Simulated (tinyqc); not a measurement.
Subthreshold parameters from three currents.

Question. Far below threshold and for Vds well above Vt the virtual-source current tends to I = Cinv n Vt vx0 exp((Vgs - VT0 + dl Vds + al Vt)/(n Vt)) per width, with constant n; the three currents follow this limit. Find n, dl and VT0.

Values chosen for this exercise:

| symbol | value | unit | meaning |
|---|---|---|---|
| T | 350 | K | temperature |
| Cinv | 3.18 | uF/cm^2 | inversion capacitance |
| vx0 | 3.47e7 | cm/s | velocity at the virtual source |
| al | 3.5 |  | threshold shift (in units of Vt) from weak to strong inversion |

Constants: q = 1.602176634e-19 C, kB = 1.380649e-23 J/K, Vt = kB T/q. Results are converted to the units shown.

I at (Vgs, Vds) = (-0.2, 0.3), (-0.14, 0.3) and (-0.2, 0.8) V (nA/um): 40.583164  157.06345  370.08685

Answer. The first two currents differ in Vgs alone and give n; the first and third differ in Vds alone and give dl; the size of the first then gives VT0.

n = 1.47
dl = 0.196 V/V
VT0 = 0.381 V

tinyqc, about 0.02 s, one thread, Intel Xeon 2.30GHz (shared host): `OMP_NUM_THREADS=1 python tinyqc.py 2380151 2380152 out.jsonl`
